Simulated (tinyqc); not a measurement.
Carrier lifetime from Shockley-Read-Hall, radiative, Auger and surface recombination. From one set of inputs to another, one input at a time. Computed by tinyqc, a small Python program. Command: `OMP_NUM_THREADS=1 python tinyqc.py 3031832 3031833 out.jsonl lifetime ladder`. One thread of a shared host (Intel(R) Xeon(R) Processor @ 2.30GHz), about 0.03 s of CPU time with the checks.

Energies are counted from the top of the valence band. Boltzmann statistics, full ionisation, and equal excess densities of electrons and holes.

The inputs printed are set A. Inputs not listed in the table keep their values of set A, so the rows need not describe a real material.

Inputs (values chosen for the exercise, with bands modelled on germanium):

| quantity | value | unit |
|---|---|---|
| gap E_g | 0.66 | eV |
| electron mass m_e | 0.226 | m_0 |
| valleys M_c | 4 | - |
| hole mass m_h | 0.329 | m_0 |
| temperature T | 300 | K |
| doping N | 2.7e+14 | cm^-3 |
| trap level E_t | 0.402 | eV |
| trap density N_t | 6e+11 | cm^-3 |
| electron cross-section sigma_n | 6.4e-14 | cm^2 |
| hole cross-section sigma_p | 5.7e-14 | cm^2 |
| radiative coefficient B | 4.6e-14 | cm^3/s |
| Auger coefficient C_n | 2.2e-30 | cm^6/s |
| Auger coefficient C_p | 7.8e-32 | cm^6/s |
| excess density dn | 1.5e+12 | cm^-3 |
| generation rate G | 2.2e+23 | cm^-3 s^-1 |
| diffusion coefficient D | 56 | cm^2/s |
| surface velocity S | 20000 | cm/s |
| thickness W | 11 | micrometre |

Doping: p-type. Surface term: two equal surfaces.

Constants: m_0 = 9.1093837015e-31 kg; k_B = 1.380649e-23 J/K; h = 6.62607015e-34 J s; k_B = 8.617333262e-05 eV/K.

Method:
- N_c = 2 M_c (2 pi m_e k_B T/h^2)^(3/2) and N_v = 2 (2 pi m_h k_B T/h^2)^(3/2), masses in units of m_0.
- n_i = sqrt(N_c N_v) exp(-E_g/2 k_B T); majority density N/2 + sqrt(N^2/4 + n_i^2), minority density n_i^2 over it.
- v = sqrt(3 k_B T/m) with m_e or m_h; tau_n0 = 1/(sigma_n v_n N_t), tau_p0 = 1/(sigma_p v_p N_t); n1 = N_c exp(-(E_g - E_t)/k_B T), p1 = N_v exp(-E_t/k_B T).
- The slowest diffusion mode has x tan x = S W/(2 D) with 0 < x < pi/2 (bisection), and tau_s = W^2/(4 x^2 D). The common approximation is W/(2 S) + W^2/(pi^2 D).
- With n = n_0 + dn, p = p_0 + dn and U/dn = 1/tau: (n p - n_i^2)/dn = n_0 + p_0 + dn = s; 1/tau_SRH = s/[tau_p0 (n + n1) + tau_n0 (p + p1)]; 1/tau_rad = B s; 1/tau_Aug = (C_n n + C_p p) s; the rates add, with 1/tau_s.
- Radiative efficiency = tau_eff/tau_rad; effective diffusion length = sqrt(D tau_eff).
- dn solves dn/tau_eff(dn) = G (60 bisections in ln dn between 1e-2 and 1e22 cm^-3); the splitting of the quasi-Fermi levels is k_B T ln(n p/n_i^2).

Each row keeps all changes above it:

| input moved | from | to | tau_SRH at dn (s) | quasi-Fermi splitting under G (eV) | effective diffusion length at dn (micrometre) |
|---|---|---|---|---|---|
| set A | - | - | 3.6858e-06 | 0.29804 | 12.764 |
| Auger coefficient C_n (cm^6/s) | 2.2e-30 | 5.4e-32 | 3.6858e-06 | 0.29804 | 12.764 |
| thickness W (micrometre) | 11 | 3.8 | 3.6858e-06 | 0.24337 | 7.367 |
| excess density dn (cm^-3) | 1.5e+12 | 1.6e+15 | 2.6704e-06 | 0.24337 | 7.363 |
| generation rate G (cm^-3 s^-1) | 2.2e+23 | 2.7e+19 | 2.6704e-06 | 0.00409 | 7.363 |
| Auger coefficient C_p (cm^6/s) | 7.8e-32 | 1.4e-31 | 2.6704e-06 | 0.00409 | 7.363 |
| surface velocity S (cm/s) | 20000 | 830 | 2.6704e-06 | 0.04103 | 34.376 |
| diffusion coefficient D (cm^2/s) | 56 | 26 | 2.6704e-06 | 0.04105 | 23.435 |

tau_SRH at dn goes from 3.69e-6 to 2.67e-6, a factor 0.725 in all. The largest single move comes from excess density dn (a factor 0.725). quasi-Fermi splitting under G goes from 0.298 to 0.0411, a factor 0.138 in all. The largest single move comes from generation rate G (a factor 0.0168), and surface velocity S works against it (a factor 10.0). Effective diffusion length at dn goes from 12.8 to 23.4, a factor 1.84 in all. The largest single move comes from surface velocity S (a factor 4.67), and thickness W works against it (a factor 0.577). The single moves hold for this order of the switches; the total does not depend on the order.

Caution (rows excess density dn, generation rate G, Auger coefficient C_p, surface velocity S, diffusion coefficient D): beyond low injection D should be the ambipolar coefficient.

Extremes, crossings and ranges named in words are read from the listed rows.
